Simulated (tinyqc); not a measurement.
From results back to parameters: five-level k.p model folded onto the conduction band. Two cases, with inputs chosen for the exercise.

Problem. The levels are known; the mass and the g factor at E = Eg are given. Find Ep and Ep2.

Second-order sums for the lowest conduction level at E: 1/m = 1 + Cm + (Ep/3)(2/E + 1/(E + Dso)) - (Ep2/3)(2/(E7 + D2 - E) + 1/(E7 - E)); g/2 = 1 + Cg - (Ep/3)(1/E - 1/(E + Dso)) - (Ep2/3)(1/(E7 - E) - 1/(E7 + D2 - E)). E is counted from the top of the valence band; E = Eg at the edge.

Case 1.

Values chosen (near those of InAs; shifted at random, so the results belong to these values and not to a real crystal): Eg = 0.415 eV (gap at Gamma to the s-like level); Dso = 0.388 eV (spin-orbit splitting); E7 = 4.45 eV (upper Gamma7 conduction level, from the valence top); D2 = 0.18 eV (its spin-orbit splitting, Gamma8 above Gamma7); Cm = 0 (remote term in 1/m); Cg = -0.02 (remote term in g/2).

m = 0.02285964 m0
g = -15.000090

Case 2.

Values chosen (near those of CdTe; shifted at random, so the results belong to these values and not to a real crystal): Eg = 1.587 eV (gap at Gamma to the s-like level); Dso = 0.912 eV (spin-orbit splitting); E7 = 5.2 eV (upper Gamma7 conduction level, from the valence top); D2 = 0.27 eV (its spin-orbit splitting, Gamma8 above Gamma7); Cm = -0.2 (remote term in 1/m); Cg = 0 (remote term in g/2).

m = 0.09246962 m0
g = -0.937200

Find: coefficients of (Ep, Ep2); right-hand sides 1/m - 1 - Cm and 1 + Cg - g/2; Ep, Ep2.

Solution. Both sums are linear in Ep and Ep2, so two equations fix them.

Case 1.

coefficients of (Ep, Ep2) (1/eV):
```
         1         2
1  2.02154  -0.24078
2  0.38810   0.00353
```

right-hand sides 1/m - 1 - Cm and 1 + Cg - g/2: 42.7452  8.4800

Ep, Ep2 (eV): 21.80  5.50

Case 2.

coefficients of (Ep, Ep2) (1/eV):
```
         1         2
1  0.55347  -0.26395
2  0.07665   0.00642
```

right-hand sides 1/m - 1 - Cm and 1 + Cg - g/2: 10.0144  1.4686

Ep, Ep2 (eV): 19.00  1.90

Computed by tinyqc, one run a case: `OMP_NUM_THREADS=1 python tinyqc.py N N+1 out.jsonl` with N = 1081536, 1081545; one thread of a shared Intel(R) Xeon(R) Processor @ 2.30GHz, about 0.01 s a run at most.
